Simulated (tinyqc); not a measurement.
UHF in the sto-6g basis, for H3+, spin multiplicity 1, step by step. Computed by tinyqc, a small Python program that keeps every step (integrals from PySCF). Settings: charge = 1, multiplicity = 1, basis = sto-6g, energy threshold = 1e-08, iteration cap = 64, orthogonalisation = symmetric, start = core, DIIS depth = 0, method = UHF, break = 0.4. Command: `OMP_NUM_THREADS=1 python tinyqc.py 21201 21202 out.jsonl` (the two numbers bound the seeds that draw the settings). One thread of a shared host (Intel(R) Xeon(R) Processor @ 2.60GHz), about 0.2 s of CPU time with the checks.

Geometry (angstrom):
```
atom        x        y         z
H     0.00000  0.00000   0.00000
H     0.00000  0.00000   0.99000
H     0.00000  0.00000  -0.99000
```

Stop when the energy changes by less than 1e-08 hartree and every element of the error matrix X^T (F D S - S D F) X (for each spin) is below 3e-05.

Course of the cycle:
```
iteration  E (hartree)     change  largest element of the error matrix
1           -1.1446319          -                             8.93e-02
2           -1.1866431  -4.20e-02                             2.59e-02
3           -1.1911077  -4.46e-03                             1.41e-02
4           -1.1930184  -1.91e-03                             1.04e-02
5           -1.1941973  -1.18e-03                             8.32e-03
6           -1.1949861  -7.89e-04                             6.92e-03
7           -1.1955408  -5.55e-04                             5.88e-03
8           -1.1959464  -4.06e-04                             5.09e-03
9           -1.1962524  -3.06e-04                             4.46e-03
10          -1.1964893  -2.37e-04                             3.96e-03
11          -1.1966768  -1.87e-04                             3.54e-03
12          -1.1968278  -1.51e-04                             3.20e-03
13          -1.1969514  -1.24e-04                             2.91e-03
14          -1.1970540  -1.03e-04                             2.66e-03
...                ...        ...                                  ...
51          -1.1977996  -3.47e-06                             5.09e-04
52          -1.1978029  -3.29e-06                             4.96e-04
53          -1.1978060  -3.12e-06                             4.83e-04
54          -1.1978089  -2.96e-06                             4.70e-04
55          -1.1978117  -2.81e-06                             4.58e-04
56          -1.1978144  -2.67e-06                             4.47e-04
57          -1.1978169  -2.54e-06                             4.36e-04
58          -1.1978194  -2.41e-06                             4.25e-04
59          -1.1978217  -2.30e-06                             4.15e-04
60          -1.1978239  -2.19e-06                             4.05e-04
61          -1.1978259  -2.09e-06                             3.96e-04
62          -1.1978279  -1.99e-06                             3.86e-04
63          -1.1978298  -1.90e-06                             3.77e-04
64          -1.1978316  -1.81e-06                             3.69e-04
```

Can the last value be used, and what does the course show?

Not by the stop rule, although the second column moves by less than 1e-05 over the last three steps. Not converged within the cap of 64 iterations: the residual falls steadily but slowly, by a factor of about 0.98 a step. Reruns (cap 100 unless said): DIIS 8: converged in 19; damping 0.5: not converged; level shift 0.5: not converged; atomic densities as start, DIIS 8: converged in 10; the original settings with a cap of 400: converged in 209. PySCF UHF in the same basis, after a stability check = -1.1978761 hartree.
